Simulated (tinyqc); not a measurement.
# Changing the defect mass M'

Model: vibrations of a mass or spring defect in a linear chain. Computed by tinyqc, a small Python program. Command: `OMP_NUM_THREADS=1 python tinyqc.py 3029088 3029089 out.jsonl localmode sweep`. One thread of a shared host (Intel(R) Xeon(R) Processor @ 2.30GHz), about 0.03 s of CPU time with the checks.

A ring of N atoms with nearest-neighbour springs k and motion along the chain. Atom 1 is the defect, of mass M', and its two springs are k'. All other atoms have the mass M.

Inputs (values chosen for the exercise, for a model chain): spring constant k = 1.82 eV/angstrom^2; host mass M = 38.4 u; spring ratio k'/k at the defect = 0.52.

Host: monatomic.

Constants: nu for 1 eV/(angstrom^2 u) = 15.6333042 THz.

Method:
- Host band: lambda from 0 to 4k/M.
- nu = 15.6333042 THz x sqrt(lambda), lambda in eV/(angstrom^2 u).
- D_ii = (sum of the two springs at i)/M_i, D_ij = -k_ij/sqrt(M_i M_j) for neighbours, closed into a ring.
- The same matrix for 120 atoms; amplitudes are the mass-weighted eigenvector, in size, relative to the defect, for the highest mode; its weight is the squared component of the normalised eigenvector on the defect.

One run for each value; columns: (1) defect mass M' (u); (2) ratio to the top of the host band; (3) weight of the highest mode on the defect; (4) highest frequency, long ring (THz):
```
(1)      (2)         (3)     (4)
1.5   2.6060  9.7929e-01  17.739
2.4   2.0733  9.6556e-01  14.113
3.9   1.6447  9.3988e-01  11.195
6.1   1.3390  8.9331e-01   9.114
9.7   1.1012  7.6824e-01   7.495
15.0  0.9999  8.4029e-05   6.806
24.0  0.9999  2.9588e-06   6.806
```

Over the rows, ratio to the top of the host band falls from 2.61 to 1.000; weight of the highest mode on the defect falls from 0.979 to 2.96e-6 (exponent d ln y / d ln x -0.030 between the first rows and -7.1 between the last); highest frequency, long ring (THz) falls from 17.7 to 6.81. At the low end the exponent of highest frequency, long ring is -0.49, close to -0.50: a very light atom vibrates against nearly fixed neighbours. A mode above the band (ratio over 1.0005) appears for M' up to 9.70 u among these rows, 0.25 of the mass replaced. Left out: 38.0, 61.0, 96.0 (the highest mode does not move the defect).

Extremes, crossings and ranges named in words are read from the listed rows.
